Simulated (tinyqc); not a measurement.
## Strained alloy layer of GaSb and GaAs on (001) InP, model-solid band line-up: gaps, strain and offsets against composition

The layer is x parts of the first compound and 1 - x of the second, grown coherently on the third as substrate and barrier. Rows of the table: lattice constant a, average valence level Ea on an absolute scale, spin-orbit splitting so, gaps at Gamma, X and L, hydrostatic deformation potentials av and ac (Gamma), shear potential b, elastic constants, electron and heavy-hole (along z) masses. All are interpolated linearly in x; gaps get -C x (1 - x), taken wholly in the conduction band; real line-ups can differ from this model by 0.1 eV or more.

In-plane strain e = (a_substrate - a)/a, e_z = -2 (c12/c11) e, volume change 2 e + e_z. With v = 2 e + e_z and d = 2 b (e_z - e): Eav = Ea + av v; E_hh = Eav + so/3 - d/2; E_lh = Eav - so/6 + d/4 + sqrt(so^2 + so d + 9 d^2/4)/2; E_c = Ea + so/3 + EG + ac v (Gamma). Substrate: E_v = Ea + so/3, E_c = E_v + EG. Well depths: dEc = E_c(substrate) - E_c, dEhh = E_hh - E_v(substrate), dElh likewise; strained Gamma gap E_c - max(E_hh, E_lh); positive values confine carriers in the layer. Matthews-Blakeslee for 60-degree dislocations in a single layer: hc = k (ln(hc/bv) + 1), k = bv (1 - nu/4)/(4 pi |e| (1 + nu)), nu = c12/(c11 + c12), bv = a/sqrt(2); the larger root. The valence offset is the larger of dEhh and dElh; a dash marks |e| under 0.02 % or no root.

Parameters, values chosen for the exercise:
- CG = 1.43 eV (bowing of the Gamma gap)
- CX = 1.2 eV (bowing of the X gap)
- CL = 1.2 eV (bowing of the L gap)

Binary compounds, values chosen for the exercise:

|  | close to GaSb | close to GaAs | close to InP |
|---|---|---|---|
| a (angstrom) | 6.096 | 5.653 | 5.869 |
| Ea (eV) | -6.25 | -6.92 | -7.04 |
| so (eV) | 0.764 | 0.336 | 0.111 |
| EG (eV) | 0.733 | 1.4 | 1.36 |
| EX (eV) | 1.04 | 1.88 | 2.21 |
| EL (eV) | 0.801 | 1.7 | 1.92 |
| av (eV) | 0.781 | 1.17 | 1.29 |
| ac (eV) | -6.89 | -7.16 | -5.02 |
| b (eV) | -2.02 | -1.68 | -1.72 |
| c11 (GPa) | 89.7 | 121 | 101 |
| c12 (GPa) | 40.6 | 53.6 | 55.8 |
| me (m0) | 0.0385 | 0.068 | 0.08 |
| mh (m0) | 0.251 | 0.347 | 0.528 |

Results:

| x | e (%) | relaxed Gamma gap (eV) | lower of X and L gaps (eV) | strained Gamma gap (eV) | E_hh - E_lh (meV) | dEc (eV) | valence offset (eV) | hc (nm) |
|---|---|---|---|---|---|---|---|---|
| 0.25 | 1.8261 | 0.96513 | 1.2503 | 0.72436 | -136.13 | 0.14050 | 0.49514 | 4.17 |
| 0.31 | 1.3586 | 0.88735 | 1.1646 | 0.71098 | -99.780 | 0.13236 | 0.51666 | 6.32 |
| 0.38 | 0.81871 | 0.80963 | 1.0757 | 0.70535 | -59.014 | 0.11058 | 0.54408 | 12.4 |
| 0.44 | 0.36047 | 0.75417 | 1.0088 | 0.70902 | -25.550 | 0.081355 | 0.56962 | 35.0 |
| 0.5 | -0.093625 | 0.70900 | 0.95050 | 0.71400 | 6.5222 | 0.042393 | 0.60360 | 175 |
| 0.56 | -0.54363 | 0.67413 | 0.90088 | 0.70267 | 37.211 | -0.0063119 | 0.66365 | 21.2 |
| 0.69 | -1.5049 | 0.63389 | 0.82301 | 0.70981 | 99.177 | -0.14529 | 0.79547 | 5.64 |
| 0.75 | -1.9423 | 0.63162 | 0.80075 | 0.72777 | 125.85 | -0.22487 | 0.85710 | 3.95 |

Estimate the missing row, x = 0.62.

Computed row:

| x | e (%) | relaxed Gamma gap (eV) | lower of X and L gaps (eV) | strained Gamma gap (eV) | E_hh - E_lh (meV) | dEc (eV) | valence offset (eV) | hc (nm) |
|---|---|---|---|---|---|---|---|---|
| 0.62 | -0.98960 | 0.64955 | 0.85990 | 0.70057 | 66.556 | -0.064765 | 0.72420 | 9.88 |

With this row back in the table: The relaxed Gamma gap falls from 0.965 to 0.632 eV and the strained one moves up and down between 0.701 and 0.728 eV. The lattice matches the substrate at x = 0.488; the heavy hole is on top where the layer is compressed (e < 0) and the light hole where it is stretched. dEc falls from 0.140 to -0.225 eV and the valence offset rises from 0.495 to 0.857 eV. At the largest strain listed, -1.94 %, strain changes the gap by 96.1 meV.

Computed by the program tinyqc: `OMP_NUM_THREADS=1 python tinyqc.py 2690069 2690070 out.jsonl`, one thread of a shared Intel Xeon 2.30GHz, about 0.01 s for the whole run.
